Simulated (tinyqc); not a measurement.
# Worked calculation: energy and delay of logic against supply voltage

Computed by the program tinyqc: `OMP_NUM_THREADS=1 python tinyqc.py 2082060 2082061 out.jsonl`, one thread of a shared Intel Xeon 2.30GHz, about 0.01 s for the whole run. Printed values are rounded.

One expression serves below and above threshold: I(Vg) = Ik [ln(1 + exp((Vg - VT + dd V)/(al nf Vt)))]^al, with I_on = I(V) and I_off = I(0). Gate delay td = kd C V/I_on, clock period LD td. Per gate and cycle the switching energy is act C V^2 and the leakage energy I_off V LD td. No short-circuit current, no variation. Minima are sought above 0.09 V; below a few Vt gates no longer switch and the model has no meaning.

Inputs (values chosen for the exercise); values of the order met in logic technologies:
```
symbol  value  unit                               meaning
T         300     K                           temperature
VT       0.26     V  threshold voltage at zero drain bias
nf       1.19                                slope factor
dd       0.06         barrier lowering per volt of supply
Ik       0.43    uA            specific current of a gate
al        1.4                 exponent of the current law
C         2.3    fF            load capacitance of a gate
kd          1                                delay factor
LD         20                                 logic depth
act      0.02                             activity factor
V        0.58     V                        supply voltage
```

Constants: q = 1.602176634e-19 C, kB = 1.380649e-23 J/K, Vt = kB T/q. Results are converted to the units shown.

## Currents, delay and energies

I_on, I_off, td, clock frequency 1/(LD td), both energies and their sum.

I_on = 8.234329 uA
I_off = 0.2835883 nA
td = 162.0047 ps
clock frequency = 0.3086330 GHz
switching energy = 15.47440 aJ
leakage energy = 0.5329347 aJ
energy = 16.00733 aJ

I_on/I_off = 29000; leakage makes up 3.33 % of the energy.

## Starting value

V = 0.32 V.

V at the start = 0.32 V

## Iteration 1: new V

Minimum-energy supply: E(V) is the energy per gate and cycle; with h = 0.001 V, E' = (E(V + h) - E(V - h))/(2 h), E'' = (E(V - h) - 2 E(V) + E(V + h))/h^2, V(new) = V - E'/E''.

E' = 24.58916 aJ/V
E'' = 189.2715 aJ/V^2
V after iteration 1 = 0.1900853 V

## Iteration 2: new V

As before.

E' = -56.69895 aJ/V
E'' = 1529.456 aJ/V^2
V after iteration 2 = 0.2271566 V

## Course of the iteration

Stop when the step is below 1e-9 V, or after 40 iterations.

Course of the iteration:
```
iteration,V before the step (V),step (V)
1,0.32,-0.130
2,0.1900853,0.0371
3,0.2271566,0.0165
4,0.2436915,3.00e-3
5,0.2466948,8.46e-5
6,0.2467794,6.24e-8
7,0.2467795,-1.73e-12
```

Converged in 7 iterations. There leakage makes up 35.7 % of the energy and the clock runs at 23.5 MHz.
